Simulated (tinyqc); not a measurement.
## Series resistance and length offset from two lengths at two overdrives

Problem. In strong inversion R W = Rsd + k(x)(L - dL), k(x) = (1 + th1 x)/(mu0 Cox x), x the overdrive, Cox = eps0 eox/tox, with Rsd and dL independent of x. Find dL, Rsd, mu0 and th1.

Parameters, values chosen for the exercise: relative permittivity of the gate insulator (close to silicon dioxide) eox = 3.9; insulator thickness tox = 2.4 nm.

Constants: eps0 = 8.8541878128e-14 F/cm where lengths are in cm. Results are converted to the units shown.

total resistance times width (ohm um):
```
,L = 0.11 um,L = 0.78 um
overdrive 0.52 V,805.717081,4550.67285
overdrive 1.16 V,560.702417,2711.87348
```

Answer. At each overdrive R W is a straight line in L; the two lines cross at L = dL, R W = Rsd. Their slopes give k x = (1 + th1 x)/(mu0 Cox), a straight line in x.

dL = 0.007000 um
Rsd = 230.0 ohm um
mu0 = 310.0 cm^2/(V s)
th1 = 0.5700 1/V

Numbers from tinyqc (`OMP_NUM_THREADS=1 python tinyqc.py 2210062 2210063 out.jsonl`; about 0.01 s on one thread of a shared Intel Xeon 2.30GHz).
